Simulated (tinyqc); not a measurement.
# Double-gate transistor below threshold, two-dimensional Poisson equation on a small mesh, step by step

Computed by the program tinyqc: `OMP_NUM_THREADS=1 python tinyqc.py 2480109 2480110 out.jsonl`, one thread of a shared Intel Xeon 2.30GHz, about 0.2 s for the whole run. Printed values are rounded.

Half of a symmetric double-gate structure: row 0 is the mid-plane of the body, where the normal field vanishes. Mobile charge is neglected (subthreshold), the body is fully depleted, and potentials are counted from the intrinsic level; rows run upward to the gate, columns from source to drain.

Values chosen for this exercise; semiconductor permittivity close to that of germanium:
```
symbol,value,unit,meaning
T,273,K,temperature
eps_r,15.8,,relative permittivity of the semiconductor
eox,3.9,,relative permittivity of the insulator
tb,6,nm,half the body thickness
tox,2.4,nm,insulator thickness
L,54,nm,channel length
Na,0,cm^-3,acceptor density of the depleted body
Vbi,0.56,V,potential of the source
Vfb,0.05,V,gate offset
Vg,0,V,gate voltage
Vd,0.3,V,drain voltage
```

Constants: q = 1.602176634e-19 C, kB = 1.380649e-23 J/K, Vt = kB T/q, eps0 = 8.8541878128e-14 F/cm where lengths are in cm. Results are converted to the units shown.

## Coefficients of the five-point equations

Mesh: rows i = 0..3 in the semiconductor (step hs = tb/3, row 3 on the interface), then 1 step(s) ho = tox/1 up to the gate row 4; columns j = 0..6 (step hy = L/6). Box integration, divided by eps0: up_i = eps hy/h of the interval above row i, dn_i = that of the interval below (0 for row 0), lat_i = (sum of eps h/2 over the intervals above and below)/hy, s_i = -q Na w_i hy/eps0 with w_i the semiconductor height of the box (hs/2 for row 0 and the interface row, hs between, 0 in the insulator). Each free node obeys (up + dn + 2 lat) psi = up psi(above) + dn psi(below) + lat [psi(left) + psi(right)] + s.

```
row,up,dn,lat,s (V)
0,71.1,0,1.75556,0
1,71.1,71.1,3.51111,0
2,71.1,71.1,3.51111,0
3,14.6250,71.1,2.27556,0
```

## Iteration 1: Jacobi sweep

psi at the start (fixed values on the edges, free nodes at zero) (V):
```
,j=0,j=1,j=2,j=3,j=4,j=5,j=6
row 0,0.560000,0.000000,0.000000,0.000000,0.000000,0.000000,0.860000
row 1,0.560000,0.000000,0.000000,0.000000,0.000000,0.000000,0.860000
row 2,0.560000,0.000000,0.000000,0.000000,0.000000,0.000000,0.860000
row 3,0.560000,0.000000,0.000000,0.000000,0.000000,0.000000,0.860000
row 4,-0.050000,-0.050000,-0.050000,-0.050000,-0.050000,-0.050000,-0.050000
```

Free nodes: rows 0..3, columns 1..5, taken row by row from row 0, left to right. t = (up psi(above) + dn psi(below) + lat [psi(left) + psi(right)] + s)/(up + dn + 2 lat), with all neighbours from the previous sweep; psi(new) = t.

psi after iteration 1 (V):
```
,j=0,j=1,j=2,j=3,j=4,j=5,j=6
row 0,0.560000,0.013176,0.000000,0.000000,0.000000,0.020235,0.860000
row 1,0.560000,0.013176,0.000000,0.000000,0.000000,0.020235,0.860000
row 2,0.560000,0.013176,0.000000,0.000000,0.000000,0.020235,0.860000
row 3,0.560000,0.006016,-0.008100,-0.008100,-0.008100,0.013578,0.860000
row 4,-0.050000,-0.050000,-0.050000,-0.050000,-0.050000,-0.050000,-0.050000
```

## Iteration 2: Jacobi sweep

As before.

psi after iteration 2 (V):
```
,j=0,j=1,j=2,j=3,j=4,j=5,j=6
row 0,0.560000,0.025733,0.000310,0.000000,0.000476,0.039518,0.860000
row 1,0.560000,0.025733,0.000310,0.000000,0.000476,0.039518,0.860000
row 2,0.560000,0.022321,-0.003549,-0.003859,-0.003383,0.036346,0.860000
row 3,0.560000,0.016189,-0.008153,-0.008509,-0.007962,0.029310,0.860000
row 4,-0.050000,-0.050000,-0.050000,-0.050000,-0.050000,-0.050000,-0.050000
```

## Course of the iteration: Jacobi sweep

Stop when the largest change of psi is below 1e-7 V, or after 400 iterations. Fixed values: gate row Vg - Vfb; column 0 at Vbi and the last column at Vbi + Vd in the semiconductor, each running linearly to Vg - Vfb across the insulator.

Course of the iteration:
```
iteration,"psi at row 0, j = 3 (V)",largest |change| of one entry (V)
1,0,0.0202
2,0,0.0193
3,1.84979e-5,0.0184
4,-0.00168101,0.0167
5,-0.00191593,0.0159
6,-0.00364263,0.0143
7,-0.00395594,0.0136
8,-0.00539871,0.0122
9,-0.00568357,0.0117
...,...,...
315,0.0299043,1.25e-7
316,0.0299045,1.22e-7
317,0.0299046,1.16e-7
318,0.0299047,1.14e-7
319,0.0299048,1.09e-7
320,0.0299049,1.07e-7
321,0.0299050,1.02e-7
322,0.0299051,1.00e-7
323,0.0299052,9.54e-8
```

Converged in 323 iterations. At the end each change is about 0.95 times the one before: linear convergence.

## Barrier, swing and barrier lowering

converged psi (V):
```
,j=0,j=1,j=2,j=3,j=4,j=5,j=6
row 0,0.560000,0.195162,0.055294,0.029908,0.092985,0.311203,0.860000
row 1,0.560000,0.189607,0.052467,0.027724,0.089155,0.303041,0.860000
row 2,0.560000,0.172534,0.044090,0.021284,0.077795,0.277936,0.860000
row 3,0.560000,0.142669,0.030496,0.010927,0.059343,0.233971,0.860000
row 4,-0.050000,-0.050000,-0.050000,-0.050000,-0.050000,-0.050000,-0.050000
```

d psi/dVg on row 0: j=0 0.000000, j=1 0.601076, j=2 0.836659, j=3 0.894858, j=4 0.836659, j=5 0.601076, j=6 0.000000
d psi/dVd on row 0: j=0 0.00000, j=1 0.00606, j=2 0.01885, j=3 0.05257, j=4 0.14449, j=5 0.39286, j=6 1.00000

The barrier is read along row 0, the path farthest from the gate. Take the node j of lowest psi: barrier Vbi - psi_j; swing Vt ln 10/(d psi_j/dVg); DIBL = (d psi_j/dVd)/(d psi_j/dVg). The derivatives solve the same equations with s = 0 and a unit change of that voltage.

j = 3
barrier = 0.530092 V
swing = 60.5337 mV/decade
DIBL = 58.7480 mV/V

A mesh of 12, 8 and 80 steps (semiconductor, insulator, channel) gives a barrier of 0.542 V, a swing of 59.7 mV a decade and a DIBL of 40.9 mV/V; the small mesh puts the barrier 2.3 % below that.
